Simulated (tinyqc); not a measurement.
# Epitaxial growth on a vicinal surface: Burton-Cabrera-Frank step flow, step-edge barrier and island nucleation, step by step

A worked calculation. Computed by tinyqc, a small Python program that keeps every step. Command: `OMP_NUM_THREADS=1 python tinyqc.py 3016520 3016521 out.jsonl stepflow walk`. One thread of a shared host (Intel(R) Xeon(R) Processor @ 2.30GHz), about 0.01 s of CPU time with the checks. Intermediate numbers are printed to about 7 digits and carried at full precision; extremes and crossings named in words are read from the listed rows.

Adatoms land at rate F, hop on a square grid (a simplification for hexagonal faces), desorb, or join steps. Lengths are in units of a and n is the adatom coverage. Steps ascend at x = 0 and descend at x = l.

Inputs (values chosen for the exercise, close to those used for 4H-SiC(0001)):
```
quantity                                    value      unit
site spacing a                               3.08  angstrom
step height h                                2.52  angstrom
diffusion barrier E_d                        1.89        eV
desorption energy E_a                        3.99        eV
adatom formation energy E_f                  1.61        eV
step-edge barrier E_s                        0.17        eV
attempt frequency nu                           10       THz
deposition rate F                            0.38  layers/s
miscut angle                                    2   degrees
temperature T                                1370         C
critical nucleus size i                         3         -
binding energy of the critical nucleus E_i   0.79        eV
```

Constants: k_B = 8.617333262e-05 eV/K.

## Scales

D = nu exp(-E_d/(k_B T)) (a^2/s, nu counted per direction); tau = exp(E_a/(k_B T))/nu; x_s = sqrt(D tau); n_eq = exp(-E_f/(k_B T)); terrace width l = h/(a tan(miscut)); Schwoebel length l_s = exp(E_s/(k_B T)) - 1. Temperatures in kelvin are T(C) + 273.15.

D = 1.596237e+07 a^2/s

lifetime tau = 0.1729441 s

diffusion length x_s = 1661.505 a

equilibrium coverage n_eq = 1.153181e-05

terrace width l = 23.42966 a

Schwoebel length l_s = 2.322114 a

l/x_s = 0.0141: nearly every adatom reaches a step.

## Terrace solution

D n'' - n/tau + F = 0 with n(0) = n_eq and -l_s n'(l) = n(l) - n_eq. With u = n - F tau, A = n_eq - F tau, y = l/x_s, s = l_s/x_s: u = A cosh(x/x_s) + B sinh(x/x_s), B = A (1 - cosh y - s sinh y)/(sinh y + s cosh y). Flux into the ascending step J+ = D B/x_s, over the descending one J- = -(D/x_s)(A sinh y + B cosh y); step velocity J+ + J-; growth rate (J+ + J-)/l. For small y: J+ + J- = (F - n_eq/tau) l, J-/J+ = l/(l + 2 l_s). The coverage peaks where n' = 0, tanh(x/x_s) = -B/A.

J+ = 4.852105 atoms per step site and s

J- = 4.049417 atoms per step site and s

growth rate = 0.3799253 layers/s

peak coverage = 1.347284e-05

position of the peak = 12.77119 a

0.020 % of the flux desorbs; even closely spaced steps lose n_eq/tau, 0.018 % of F. The ascending step takes 54.5 %: the barrier makes an uphill current, which evens out terrace widths but makes steps meander and favours mounds on wide terraces.

## Step flow or islands

Island density on a flat surface without desorption: N = 0.25 (F/D)^(i/(i+2)) exp(E_i/((i+2) k_B T)) per site, with E_i = 0 for i = 1; spacing l_n = N^(-1/2). Step flow needs an effective width l_eff = 2 x(peak) below l_n.

island density N on a flat surface = 2.034982e-05 per site

island spacing l_n = 221.6765 a

ratio l_eff/l_n = 0.1152237

Steps capture adatoms before they meet: step flow. Caution: the prefactor 0.25 and the criterion are estimates, good to a factor of about two in length.

## Growth mode over temperature

x(peak) solves tanh(x/x_s) = -B/A. Rows where evaporation outweighs deposition are left out.

Scales:
```
T (C)   x_s (a)   l_s (a)  incorporated share   l_n (a)  l_eff/l_n
1170   4643.197  2.923513           0.9999964  117.7957  0.2209661
1220   3499.686  2.747962           0.9999918  140.1758  0.1846906
1270   2686.570  2.590902           0.9999782  164.9383  0.1561952
1320   2096.887  2.449680           0.9999359  192.1036  0.1335085
1370   1661.505  2.322114           0.9998035  221.6765  0.1152237
1420   1334.743  2.206393           0.9994035  253.6479  0.1003208
1470   1085.800  2.101004           0.9982552  287.9957  0.0880491
1520    893.514  2.004674           0.9951321  324.6871  0.0778483
1570    743.097  1.916325           0.9870771  363.6792  0.0692948
```

The ratio stays below 1: step flow in every row. Incorporation goes from 100.0 % to 98.7 %.

Checks made by the program: growth rate against F minus desorption, from a numerical solution (relative difference below 1e-10).
